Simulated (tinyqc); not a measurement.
# Doping and flat-band voltage from the body effect

Problem. VT = Vfb + 2 phiF + gamma sqrt(2 phiF + Vsb), phiF = Vt ln(Na/ni), gamma = sqrt(2 q eps0 eps_r Na)/Cox, Cox = eps0 eox/tox. Find Na, gamma and Vfb from two thresholds.

Values chosen for this exercise; material values close to those of silicon:
- T = 293 K (temperature)
- eps_r = 11.5 (relative permittivity of the semiconductor)
- eox = 7.8 (relative permittivity of the gate insulator)
- tox = 6 nm (insulator thickness)

Constants: q = 1.602176634e-19 C, kB = 1.380649e-23 J/K, Vt = kB T/q, eps0 = 8.8541878128e-14 F/cm where lengths are in cm. Results are converted to the units shown.

VT at Vsb = 0 and 1 V (V): 0.45570749  0.53466601
ni = 9.0065518e9 cm^-3

Solution. The difference of the thresholds, gamma [sqrt(2 phiF + Vsb) - sqrt(2 phiF)], holds no Vfb and rises with Na, so it has one root; Vfb then follows from the first threshold.

Na = 1.300e17 cm^-3
gamma = 0.1789 V^0.5
Vfb = -0.5400 V

Program tinyqc, `OMP_NUM_THREADS=1 python tinyqc.py 2360102 2360103 out.jsonl`; Intel Xeon 2.30GHz, shared host, one thread, about 0.06 s.
